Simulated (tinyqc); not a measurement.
Worked calculation: Jacobi rotations on a symmetric matrix. Computed by tinyqc, a small Python program that keeps every step. Settings: method = jacobi. Command: `OMP_NUM_THREADS=1 python tinyqc.py 24656 24657 out.jsonl` (the two numbers bound the seeds that draw the settings). One thread of a shared host (Intel(R) Xeon(R) Processor @ 2.60GHz), about 0.01 s of CPU time with the checks.

## Jacobi rotation 1

A:
```
          1         2         3         4         5         6
1   0.28100  -0.46400   0.90200   1.20300   1.23400  -0.28000
2  -0.46400   0.59500  -0.22300  -0.67900   0.55100  -0.07300
3   0.90200  -0.22300   1.18500  -0.15900  -0.08500   0.20500
4   1.20300  -0.67900  -0.15900   2.70200  -1.48100  -1.15700
5   1.23400   0.55100  -0.08500  -1.48100   2.83900   0.35800
6  -0.28000  -0.07300   0.20500  -1.15700   0.35800   2.84900
```

Take the largest off-diagonal element A_pq; tan 2 theta = 2 A_pq / (A_qq - A_pp) with |theta| <= pi/4; A' = J^T A J with J_pp = J_qq = cos, J_pq = sin, J_qp = -sin.

p, q, theta (rad): 4.00000  5.00000  -0.76229

A':
```
          1         2         3         4        5         6
1   0.28100  -0.46400   0.90200   1.72225  0.06173  -0.28000
2  -0.46400   0.59500  -0.22300  -0.11058  0.86742  -0.07300
3   0.90200  -0.22300   1.18500  -0.17370  0.04833   0.20500
4   1.72225  -0.11058  -0.17370   1.28792  0.00000  -0.58958
5   0.06173   0.86742   0.04833   0.00000  4.25308   1.05793
6  -0.28000  -0.07300   0.20500  -0.58958  1.05793   2.84900
```

## Jacobi rotation 2

As before.

p, q, theta (rad): 1.00000  4.00000  0.64320

A':
```
          1         2         3         4        5         6
1  -1.00987  -0.30496   0.82594   0.00000  0.04940   0.12956
2  -0.30496   0.59500  -0.22300  -0.36677  0.86742  -0.07300
3   0.82594  -0.22300   1.18500   0.40199  0.04833   0.20500
4   0.00000  -0.36677   0.40199   2.57879  0.03703  -0.63970
5   0.04940   0.86742   0.04833   0.03703  4.25308   1.05793
6   0.12956  -0.07300   0.20500  -0.63970  1.05793   2.84900
```

## All rotations

The off-diagonal norm falls at every rotation.

Rotations:
```
step    p    q      theta  off-diagonal norm
1       4    5   -0.76229           3.59e+00
2       1    4    0.64320           2.64e+00
3       5    6   -0.49246           2.17e+00
4       1    3    0.32258           1.83e+00
5       2    5    0.16630           1.51e+00
6       4    6    0.66015           1.27e+00
7       2    6   -0.34664           9.82e-01
8       3    6    0.50938           7.29e-01
9       1    2   -0.14274           6.54e-01
10      3    5    0.05809           5.77e-01
11      4    5   -0.10218           5.03e-01
...   ...  ...        ...                ...
33      2    5   3.39e-05           6.65e-05
34      4    6    0.00006           1.61e-05
35      1    6  -2.78e-06           7.75e-06
36      1    5  -6.56e-07           5.09e-06
37      2    4  -9.90e-07           3.29e-06
38      4    5   1.17e-06           7.15e-07
39      3    6  -3.22e-07           5.17e-07
40      1    2   1.59e-07           3.74e-07
41      5    6   7.14e-08           2.55e-07
42      3    5   4.26e-08           1.14e-07
43      3    4  -4.37e-08           8.90e-10
```

eigenvalues: -1.32235  0.26761  1.19693  2.28266  3.03709  4.98906
